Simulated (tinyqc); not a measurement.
What moves the results: Wannier-Stark ladder of a miniband. A value that a table varies takes the place of the one given here.

One state in each well j = -(Nw - 1)/2 ... (Nw - 1)/2: H_jj = j e F d, H_(j,j+1) = -W/4; 1 kV/cm = 0.01 meV/angstrom. In an infinite chain the levels are j e F d and the state of well 0 has amplitude J_j(x) in size on well j, x = W/(2 e F d).

Constants: hbar = 6.58211957e-16 eV s.

Inputs chosen for the exercise (near those of a non-polar GaN/AlGaN superlattice; not measured data): W = 35 meV (miniband width); d = 42 angstrom (period); Nw = 9 (wells); Fs = (10, 14, 20, 28, 43, 72, 160) kV/cm (fields); G = 2 meV (hbar/tau); F = 53 kV/cm (field).

## Raising the field

Infinite-chain weights beside the middle spacing of the finite stack.

Results:
```
F (kV/cm)  e F d (meV)      x  J_0^2  J_1^2  J_2^2  middle spacing/(e F d)
10                4.20  4.167  0.145  0.016  0.102                  1.2248
14                5.88  2.976  0.063  0.121  0.236                  1.0464
20                8.40  2.083  0.031  0.325  0.138                  1.0052
28               11.76  1.488  0.269  0.309  0.053                  1.0005
43               18.06  0.969  0.606  0.185  0.012                  1.0000
72               30.24  0.579  0.843  0.077  0.002                  1.0000
1.6e+02          67.20  0.260  0.967  0.017  0.000                  1.0000
```

J_0 vanishes at x = 2.405, F = 17.3 kV/cm, where the line at j = 0 disappears; J_0^2 overtakes J_1^2 for good at x = 1.435, F = 29.0 kV/cm, and reaches 0.97 in the last row. The 9 wells reproduce the middle spacing of the even ladder to 1 % from 20 kV/cm on, where the swing W/(e F d) = 2x is 4.2 periods. The lines are seen apart only where e F d exceeds their width, usually a few meV.

## Drift velocity with scattering

Esaki-Tsu: v = v0 y/(1 + y^2), y = e F d/G, v0 = W d/(2 hbar), at zero temperature; 1 angstrom/s = 1e-8 cm/s, 1 kV/cm = 0.01 meV/angstrom. The last column is dv/dF in cm^2/(V s).

Results:
```
y    F (kV/cm)  v (1e6 cm/s)  dv/dF
0.1       0.48          1.11   2276
0.3       1.43          3.07   1796
0.6       2.86          4.93    811
1.0       4.76          5.58      0
1.5       7.14          5.15   -278
2.5      11.90          3.85   -234
4.0      19.05          2.63   -122
```

v0 = 11.17 x 1e6 cm/s
field at y = 1 = 4.76 kV/cm

The velocity peaks at v0/2 = 5.58 x 1e6 cm/s at 4.76 kV/cm and then falls: negative differential velocity, steepest at y = sqrt3 with -v0/(8 Fc) = -293 cm^2/(V s). The low-field mobility is v0/Fc = 2345 cm^2/(V s). At the peak the swing is W/G = 17.5 periods, so the semiclassical picture holds.

## What each parameter does

e F d, x, J_0(x)^2 and the lowest level of the finite stack. Each row changes one parameter from the base and keeps the others.

Results:
```
case             e F d (meV)      x  J_0^2  lowest level (meV)
base                   22.26  0.786  0.725              -92.25
W = 28 meV             22.26  0.629  0.816              -91.14
d = 34 angstrom        18.02  0.971  0.605              -75.93
F = 37.1 kV/cm         15.58  1.123  0.502              -66.66
Nw = 11                22.26  0.786  0.725             -114.51
```

The largest shifts from the base row, up to three for each result and ties (the steps differ in size, so this ranks the rows, not the parameters). e F d (meV): F -6.68, d -4.24; unchanged at the printed digits by W and Nw. x: F +0.337, d +0.185, W -0.157; unchanged at the printed digits by Nw. J_0^2: F -0.223, d -0.120, W +0.092; unchanged at the printed digits by Nw. lowest level (meV): F +25.59, Nw -22.26, d +16.32.

Program tinyqc; command `OMP_NUM_THREADS=1 python tinyqc.py 1251180 1251181 out.jsonl`; about 0.01 s on one thread of a shared Intel(R) Xeon(R) Processor @ 2.30GHz.
